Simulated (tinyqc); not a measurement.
MOS inversion layer, Poisson-Schroedinger loop: course of the self-consistent loop.

Electrons confined at an insulator interface at z = 0, treated as a hard wall; parabolic valleys, Hartree approximation, no image or exchange terms. The depletion charge lies far deeper than the electrons and gives a uniform field q Nd/(eps0 eps_r); the gate balances all charge. Energies are counted from the band edge at the interface.

V0 = q Nd z/(eps0 eps_r) in eV.

Tridiagonal Hamiltonian with psi = 0 one step beyond both ends: H_ii = C (1/m_(i-1/2) + 1/m_(i+1/2))/hz^2 + V0_i + U_i (+ dE for the set B), H_(i,i+1) = -C/(m_(i+1/2) hz^2), C = hbar^2/(2 m0). The lowest 2 level(s) of each valley set are kept, normalised to hz sum |psi|^2 = 1. The mass is the same on all intervals.

Level k holds N_k = D_k Vt ln(1 + exp((EF - E_k)/Vt)) with D = md1 m0 q/(pi hbar^2) for the set A, D = 3 md2 m0 q/(pi hbar^2) for the set B per eV (spin included); EF is fixed by sum N_k = Ns.

n_i = sum_k N_k |psi_k|^2 (converted to cm^-3). Hartree part by Gauss: on the interval before node i the electrons still beyond are S_i = Ns - hz sum_(j<i) n_j, and U_i = U_(i-1) + q S_i hz/(eps0 eps_r) in eV, U_0 = 0 at the interface. Mixing: U(new) = U + a (U(out) - U).

Start from U = 0. Stop when the largest |U(out) - U| is below 1e-7 eV, or after 120 rounds.

Inputs (values chosen for the exercise); masses and permittivity close to those of germanium (111): temperature T = 300 K; relative permittivity eps_r = 16.1; mass along z of valley set A (1 valley(s)) mz1 = 1.6 m0; in-plane density-of-states mass of set A md1 = 0.0816 m0; mass along z of valley set B (3 valley(s)) mz2 = 0.0932 m0; in-plane density-of-states mass of set B md2 = 0.345 m0; sheet density of electrons Ns = 1.1e13 cm^-2; sheet density of depletion charge Nd = 1e11 cm^-2; extra shift of set B (strain) dE = 0 eV; mesh step hz = 1.1 nm; mixing factor a = 1.

Constants: q = 1.602176634e-19 C, kB = 1.380649e-23 J/K, hbar = 1.054571817e-34 J s, m0 = 9.1093837015e-31 kg, Vt = kB T/q, eps0 = 8.8541878128e-14 F/cm where lengths are in cm, hbar^2/(2 m0) = 0.0380998212 eV nm^2. Results are converted to the units shown.

| node | z (nm) |
|---|---|
| 1 | 1.1 |
| 2 | 2.2 |
| 3 | 3.3 |
| 4 | 4.4 |
| 5 | 5.5 |
| 6 | 6.6 |
| 7 | 7.7 |
| 8 | 8.8 |
| 9 | 9.9 |
| 10 | 11 |
| 11 | 12.1 |
| 12 | 13.2 |
| 13 | 14.3 |
| 14 | 15.4 |
| 15 | 16.5 |
| 16 | 17.6 |
| 17 | 18.7 |
| 18 | 19.8 |

Course of the iteration:

| round | level A1 (eV) | EF (eV) | largest \|U(out) - U\| (eV) |
|---|---|---|---|
| 1 | 0.00722659 | 0.0157205 | 1.14 |
| 2 | 0.173758 | 0.375427 | 0.948 |
| 3 | 0.168450 | 0.202908 | 0.825 |
| 4 | 0.173442 | 0.363964 | 0.817 |
| 5 | 0.169154 | 0.209835 | 0.790 |
| 6 | 0.173380 | 0.361785 | 0.789 |
| 7 | 0.169275 | 0.211293 | 0.783 |
| 8 | 0.173366 | 0.361295 | 0.782 |
| 9 | 0.169302 | 0.211631 | 0.781 |
| ... | ... | ... | ... |
| 112 | 0.173362 | 0.361143 | 0.780 |
| 113 | 0.169310 | 0.211736 | 0.780 |
| 114 | 0.173362 | 0.361143 | 0.780 |
| 115 | 0.169310 | 0.211736 | 0.780 |
| 116 | 0.173362 | 0.361143 | 0.780 |
| 117 | 0.169310 | 0.211736 | 0.780 |
| 118 | 0.173362 | 0.361143 | 0.780 |
| 119 | 0.169310 | 0.211736 | 0.780 |
| 120 | 0.173362 | 0.361143 | 0.780 |

Did this iteration meet its convergence test, and what does its course show?

No. Not converged within 120 rounds: the residual has levelled off at one value. The lowest level moves up and down in turn: each round overcorrects the one before. Reruns converge within the same cap with Anderson mixing of depth 4 with a = 0.5 (17 rounds) and with plain mixing with a = 0.5 (22 rounds).

Numbers from tinyqc (`OMP_NUM_THREADS=1 python tinyqc.py 2160044 2160045 out.jsonl`; about 1 s on one thread of a shared Intel Xeon 2.30GHz).
